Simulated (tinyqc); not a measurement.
# Liquidus of a compound AB in a simple-solution melt, liquid-phase epitaxy and vapour pressures, step by step

A worked calculation. Computed by tinyqc, a small Python program that keeps every step. Command: `OMP_NUM_THREADS=1 python tinyqc.py 3021244 3021245 out.jsonl liq35 walk`. One thread of a shared host (Intel(R) Xeon(R) Processor @ 2.30GHz), about 0.06 s of CPU time with the checks. Intermediate numbers are printed to about 7 digits and carried at full precision; extremes and crossings named in words are read from the listed rows.

x is the atom fraction of B in the melt. The melt is a simple solution: R T ln gamma_B = W (1 - x)^2, R T ln gamma_A = W x^2, W = a + b T. The solid AB is stoichiometric.

Inputs (values chosen for the exercise, modelled on InAs for the melt):
```
quantity                                   value       unit
melting point T_F                           1215          K
entropy of fusion S_F                       61.8  J/(mol K)
interaction a                               15.4     kJ/mol
interaction slope b                        -40.5  J/(mol K)
saturation temperature T                     733          K
step dT                                       12          K
cooling rate c                              0.65      K/min
growth time t                                5.1        min
diffusivity in the melt D                9.3e-05     cm^2/s
molar volume of the melt V_L                16.7   cm^3/mol
lattice constant a0                        6.058   angstrom
melt depth w                                 9.1         mm
heat of evaporation of A                     235     kJ/mol
entropy of evaporation of A                  109  J/(mol K)
heat of evaporation of B as (1/2) B2        84.8     kJ/mol
entropy of evaporation of B as (1/2) B2     69.2  J/(mol K)
```

Growth programme: step cooling.

Constants: R = 8.314462618 J/(mol K); N_A = 6.02214076e+23 1/mol; k_B = 8.617333262e-05 eV/K.

## Solubility on the A-rich side

Liquidus (Vieland): f(x) = R T ln[4 x (1 - x)] + 2 W (1/2 - x)^2 + S_F (T_F - T) = 0. Newton steps with f' = (1 - 2x)[R T/(x (1 - x)) - 2 W], from the dilute estimate x = (1/4) exp[-(S_F (T_F - T) + W/2)/(R T)]; stop below 1e-13; f under 1e-6 shown as 0.

W = -14.2865 kJ/mol

Newton steps:
```
step            x      f (J/mol)  f' (J/mol)
1     0.006085586   1.356233e+02     1023558
2     0.005953084  -1.466471e+00     1045857
3     0.005954486  -1.690901e-04     1045616
4     0.005954486              0     1045616
```

solubility x = 0.005954486

The dilute estimate is 1.022 of the root. An ideal melt (W = 0) would dissolve x = 0.0019; the B-rich branch lies at 1 - x.

## Slope of the liquidus

dx/dT = -(df/dT)/f', df/dT = R ln[4 x (1 - x)] + 2 b (1/2 - x)^2 - S_F, f' = (1 - 2x)[R T/(x (1 - x)) - 2 W]. Concentrations: C_L = x N_A/V_L in the melt, C_S = 4/a0^3 in the solid; m = dT/dC_L.

dx/dT = 1.077776e-04 1/K

C_L = 2.147231e+20 1/cm^3

C_S = 1.799170e+22 1/cm^3

slope m = 2.572983e-19 K cm^3

apparent heat of solution k_B T^2 d ln x/dT = 0.8380407 eV

## Layer thickness

Semi-infinite melt (Hsieh): step d = 2 dT sqrt(D t/pi)/(C_S m); ramp d = (4/3) c sqrt(D/pi) t^(3/2)/(C_S m); supercooling is their sum. A melt of depth w can give at most w (undercooling)/(C_S m).

thickness d = 4.934343 micrometre

largest thickness from this melt = 23.58921 micrometre

sqrt(D t)/w = 0.1853791

The layer uses 21 % of what the melt could give. Caution: over so large an undercooling the liquidus slope is not constant.

## Three programmes

The formulas are those given above.

Thickness (micrometre):
```
t (min)      step          ramp  supercooling  sqrt(D t) (mm)
0.2      0.977145  7.057162e-03       0.98420        0.334066
0.5      1.545003  2.789588e-02       1.57290        0.528205
1.0      2.184964  7.890147e-02       2.26387        0.746994
2.0      3.090005  2.231671e-01       3.31317        1.056409
5.0      4.885727  8.821452e-01       5.76787        1.670329
10.0     6.909462  2.495083e+00       9.40455        2.362202
20.0     9.771455  7.057162e+00      16.82862        3.340659
```

Step cooling goes as t^(1/2), ramp cooling as t^(3/2); they are equal at t = 3 dT/(2 c) = 27.7 min. The local exponent of their sum runs from 0.51 to 0.84. Rows with sqrt(D t) above about half the depth of 9.1 mm are overestimates. In the late ramp rows the undercooling is so large that the liquidus slope is not constant.

## Vapour pressures and congruent evaporation

Over the A-rich liquidus: p_A = gamma_A (1 - x) exp(S_A/R - H_A/(R T)), p_B2 = [gamma_B x exp(S_B/R - H_B/(R T))]^2, in bar. Free evaporation is congruent while the A flux over this liquidus is at least the B flux; with A and B2 taken as equal in mass for the estimate, T_c solves p_A = 2 p_B2.

log10 p_A = -11.05528

log10 p_B2 = -11.31882

congruent temperature T_c = 727.5936 K

T is above T_c: in vacuum B leaves faster and droplets of A form unless a B flux is supplied.

## The liquidus

The formulas are those given above.

Solubility; ideal: W = 0; dilute: (1/4) exp[-(S_F (T_F - T) + W/2)/(R T)]:
```
T (K)             x         ideal        dilute  W (kJ/mol)
608    3.723941e-04  1.497189e-04  3.727615e-04     -9.2240
705    3.505235e-03  1.156822e-03  3.548132e-03    -13.1525
802    1.820023e-02  5.470204e-03  1.958201e-02    -17.0810
899    5.830105e-02  1.868403e-02  7.475245e-02    -21.0095
996    1.284967e-01  5.141432e-02  2.198251e-01    -24.9380
1094   2.278519e-01  1.256705e-01  5.382680e-01    -28.9070
1166   3.300580e-01  2.410212e-01  9.442276e-01    -31.8230
1203   4.168323e-01  3.663390e-01  1.227838e+00    -33.3215
```

x over the ideal value is 2.49 in the first row and 1.14 in the last, and lies between 1.14 and 3.33: W > 0 lowers the solubility and W < 0 raises it, by about exp(-W/(2 R T)) when dilute. The dilute form is within 5 % in 2 of the eight rows. Near T_F the liquidus closes as a parabola about x = 1/2.

Checks made by the program: x against bracketed root finding (relative difference below 1e-10).
